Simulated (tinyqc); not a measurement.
Decay of LO phonons and the hot-phonon bottleneck in the cooling of electrons: one step, computed by the program tinyqc.

n(E, T) = 1/(exp(E/(k_B T)) - 1) is the Bose occupation. Electrons have a temperature T_e; the LO modes within their reach share one occupation N; the decay products stay at the lattice temperature.

Task: Electron and phonon temperatures in closed form. Net emission per electron: [(N + 1) x - N]/tau_sp with x = exp(-hbar omega/(k_B T_e)), a simple two-level balance; steady state of the modes: n [(N + 1) x - N]/tau_sp = N_m (N - N_0)/tau; power per electron P = hbar omega [(N + 1) x - N]/tau_sp. With p = P tau_sp/(hbar omega): N = N_0 + r p and x = (p + N)/(N + 1); without hot phonons N = N_0. The mode temperature T_LO solves n(hbar omega, T_LO) = N.

Inputs (values chosen for the exercise, modelled on aluminium nitride): LO energy hbar omega = 109 meV; lattice temperature T = 500 K; power supplied per electron P = 0.43 nW.

Decay channel: two unequal phonons (Ridley).

emission time tau_sp = 5.255210 fs

equilibrium LO occupation N_0 = 0.08657404

bottleneck ratio r = 50.18672

Constants: e = 1.602176634e-19 C; k_B = 8.617333262e-05 eV/K.

Give: reduced power p; LO occupation N; electron temperature T_e; T_e without hot phonons; mode temperature T_LO.

Result:

reduced power p = 1.2940e-04

LO occupation N = 0.093068

electron temperature T_e = 513.76 K

T_e without hot phonons = 500.30 K

mode temperature T_LO = 513.47 K

Caution: alpha is above 1/2, so hbar/tau_sp exceeds hbar omega and the emission time, a weak-coupling result, is only rough.
